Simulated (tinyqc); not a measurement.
# Frequency dispersion of an accumulation capacitance by border traps, distributed model: capacitance and loss against frequency

Traps spread evenly through the insulator exchange electrons with the semiconductor by tunnelling, with tau(x) = t0 exp(2 ka x) at depth x from the interface. The admittance per area Y seen at depth x obeys dY/dx = -Y^2/(i w eps0 eox) + q Nb ln(1 + i w tau)/tau, with Y(0) = i w Cs and w = 2 pi f; the gate sees Y(tox) = G + i w C. Working variable y = Y/(i w), in uF/cm^2. Cox = eps0 eox/tox.

Cox; trap-free value 1/(1/Cox + 1/Cs); response depth d = ln(1/(w t0))/(2 ka), where w tau = 1; lumped estimate: all traps within d act as C_bt = q Nb d placed at d/2, so C = 1/{1/[1/(1/Cs + d/(2 eps0 eox)) + C_bt] + (tox - d/2)/(eps0 eox)}. C and G from a fine integration; dispersion -d C/d log10 f over C, from f times and over 1.1. For a broad spread of time constants G/w is close to -(pi/2) dC/d ln w.

Values chosen for this exercise; permittivity close to that of aluminium oxide: relative permittivity of the insulator eox = 8.67; insulator thickness tox = 4.3 nm; semiconductor capacitance in accumulation Cs = 7.8 uF/cm^2; density of border traps Nb = 8.9e18 cm^-3 eV^-1; decay constant of the wave function in the insulator ka = 3.7 1/nm; time constant of a trap at the interface t0 = 2e-11 s.

Constants: q = 1.602176634e-19 C, eps0 = 8.8541878128e-14 F/cm where lengths are in cm. Results are converted to the units shown.

The same in every row: trap-free C (uF/cm^2) = 1.453.

Result of one run:
```
f (Hz)  d (nm)  C (uF/cm^2)  G/w (uF/cm^2)  dispersion (% a decade)  -(pi/2) dC/d ln w (uF/cm^2)  lumped C (uF/cm^2)
1e5      1.525        1.482       0.007352                   0.7241                     0.007322               1.476
```

What becomes of these results when the frequency f is changed from 1e5 to 1000 Hz, all else the same?

Result of the changed run:
```
f (Hz)  d (nm)  C (uF/cm^2)  G/w (uF/cm^2)  dispersion (% a decade)  -(pi/2) dC/d ln w (uF/cm^2)  lumped C (uF/cm^2)
1000     2.147        1.509        0.01110                    1.075                      0.01107               1.497
```

The whole series:
```
f (Hz)  d (nm)  C (uF/cm^2)  G/w (uF/cm^2)  dispersion (% a decade)  -(pi/2) dC/d ln w (uF/cm^2)  lumped C (uF/cm^2)
10       2.770        1.548        0.01572                    1.485                      0.01568               1.527
100      2.458        1.527        0.01330                    1.273                      0.01326               1.511
1000     2.147        1.509        0.01110                    1.075                      0.01107               1.497
10000    1.836        1.494       0.009127                   0.8922                     0.009095               1.485
1e5      1.525        1.482       0.007352                   0.7241                     0.007322               1.476
1e6      1.214        1.473       0.005772                   0.5716                     0.005743               1.468
1e7     0.9026        1.465       0.004381                   0.4354                     0.004353               1.462
```

C falls from 1.548 to 1.465 uF/cm^2, towards the trap-free 1.453; each decade of frequency removes ln 10/(2 ka) = 0.311 nm from the response depth. The dispersion falls from 1.48 to 0.435 % a decade and G/w falls from 0.0157 to 0.00438 uF/cm^2. G/w lies between 1.00 and 1.01 times -(pi/2) dC/d ln w, the relation for a broad spread of time constants.

Computed by the program tinyqc: `OMP_NUM_THREADS=1 python tinyqc.py 2202213 2202214 out.jsonl`, one thread of a shared Intel Xeon 2.30GHz, about 0.4 s for the whole run.
